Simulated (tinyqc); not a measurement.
Surface potential of a MOS transistor: implicit equation and explicit approximations: two steps of the calculation.

p-type body, charge-sheet picture, depletion and inversion only, full ionisation (an idealisation for deep acceptors), Boltzmann statistics (rough once Na exp(x - xn) passes about Nc/7). In units of Vt: xg = (Vg - Vfb)/Vt, x = psi/Vt, G = gamma/sqrt(Vt), xn = (2 phiF + Vc)/Vt. The implicit equation is (xg - x)^2 = G^2 [x - 1 + exp(x - xn)] for x above about 3. Cox = eps0 eox/tox.

Values chosen for this exercise; band and dielectric values close to those of germanium:
- T = 350 K (temperature)
- eox = 21.4 (relative permittivity of the gate insulator (close to hafnium oxide))
- tox = 36 nm (insulator thickness)
- Vc = 0 V (channel-body voltage)

Constants: q = 1.602176634e-19 C, kB = 1.380649e-23 J/K, Vt = kB T/q, eps0 = 8.8541878128e-14 F/cm where lengths are in cm. Results are converted to the units shown.

Question 1. New x. D = exp(x - xn), f = (xg - x)^2 - G^2 (x - 1 + D), f' = -2 (xg - x) - G^2 (1 + D), x(new) = x - f/f'.

x at the start = 16.12
G = 2.2496529
xn = 12.158155
xg = 24.866825

Give: D; f; f'; x after iteration 1.

Answer 1.

D = 52.554
f = -265.99
f' = -288.53
x after iteration 1 = 15.198

Question 2. Potential, charges and gate control. psi = Vt x; N_dep = Cox Vt G sqrt(x - 1)/q; N_inv = (Cox Vt G/q) [sqrt(x - 1 + exp(x - xn)) - sqrt(x - 1)]; dpsi/dVg = 1/[1 + G^2 (1 + exp(x - xn))/(2 (xg - x))].

converged x = 14.317983
G = 2.2496529
xn = 12.158155
xg = 24.866825

Find: psi; N_dep; N_inv; dpsi/dVg.

Answer 2.

psi = 0.43184 V
N_dep = 8.1344e11 cm^-2
N_inv = 2.3175e11 cm^-2
dpsi/dVg = 0.30124

psi lies 2.2 Vt above 2 phiF + Vc.

Program tinyqc, `OMP_NUM_THREADS=1 python tinyqc.py 2122054 2122055 out.jsonl`; Intel Xeon 2.30GHz, shared host, one thread, about 0.01 s.
